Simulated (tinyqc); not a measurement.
Inside a calculation: inter-valley coupling by envelope functions against a chain of atomic planes. Values are carried at full precision from step to step, so a last printed digit may differ when a step is redone from the rounded ones.

Chain: E(phi) = e0 + 2 v cos(phi) + 2 u cos(2 phi), cos(phi0) = -v/(4u), e0 = 2u + v^2/(4u); plane j = 0, 1, ... has the potential V_j = dE x_j + F (j - 30) a/4 (1 MV/m = 1e-4 V/angstrom). There are 30 barrier planes a side; with y = j - 29.5, x_j = xb (f(y) + f(Nw - y)), f(y) = 1/(1 + exp(y/L)), plus any Ge added in the well. The valley splitting is the spacing of the two lowest levels. Envelope theory: F_j solves a one-valley chain with hopping -b and diagonal 2b + V_j, b = 4u sin^2(phi0), sum F_j^2 = 1; the valleys couple by Dv = sum_j F_j^2 V_j exp(-2 i phi0 j) and split by 2|Dv|.

Constants: hbar^2/2m0 = 3.80998211 eV angstrom^2.

Inputs chosen for the exercise (near those of the Delta valleys of silicon in a SiGe well; the results hold for these values, not for the real material):
```
symbol  value  unit      meaning
a       5.431  angstrom  lattice constant; planes lie a/4 apart
u       0.608  eV        second-neighbour hopping
v       0.71   eV        nearest hopping
Nw      61               planes in the well
L       1.25   planes    interface width
xb      0.28             Ge fraction of the barriers
dE      0.54   eV        offset per unit Ge fraction
F       5      MV/m      field
js      60               plane j of a Ge spike (the well starts at j = 30)
xs      0.16             Ge fraction added on that plane
```

## Valley phase, mass and the wavelengths that couple the valleys

phi0; b = 4u sin^2(phi0); mass m/m0 = c/(b (a/4)^2), c = hbar^2/2m0. A potential couples the valleys if its phase advances by 2 phi0 a plane, or, since only whole planes count, by 2 pi - 2 phi0: periods pi/phi0 and pi/(pi - phi0) planes.

phi0 = 1.86705 rad
b = 2.22472 eV
mass = 0.9290 m0

periods (planes): pi/phi0 1.6826, pi/(pi - phi0) 2.4649

longer period = 3.3467 angstrom

## The smooth well

Lowest doublet of the chain and the envelope result.

level (meV): chain 21.235, envelope 21.261

splitting (micro-eV): chain 0.526, envelope 0.520

planes covered, 1/sum F^4 = 35.53
largest F_j^2 = 0.03940

The levels agree within 0.03 meV. A graded interface has little Fourier weight at 2 phi0, so the splitting is a small remainder of cancelling terms; the envelope value is 0.99 times that of the chain.

## One plane of added Ge, to first order

F_j^2 of the smooth well on that plane = 0.01922

F_j is the envelope on plane j (sum F_j^2 = 1) and Dv the coupling of the two valleys, which split by 2|Dv|. A single plane has Fourier weight at all wavelengths: it adds dE xs F_j^2 to |Dv|, so the splitting is about 2 dE xs F_j^2 if this term rules, and the mean of the doublet rises by dE xs F_j^2.

splitting = 3322 micro-eV
rise of the mean level = 1.661 meV

The chain with the spike gives 2360 micro-eV and a rise of 1.180 meV; the envelope solved with the spike gives 2302. First order is +41 % off: the state draws back from the spike, which the envelope solved anew includes.

## Checks

- Splitting with a weak spike (0.02) on plane j = 50 from the envelope against the chain (micro-eV): 772 against 774.

Program tinyqc; command `OMP_NUM_THREADS=1 python tinyqc.py 1452814 1452815 out.jsonl`; about 0.05 s on one thread of a shared Intel(R) Xeon(R) Processor @ 2.30GHz.
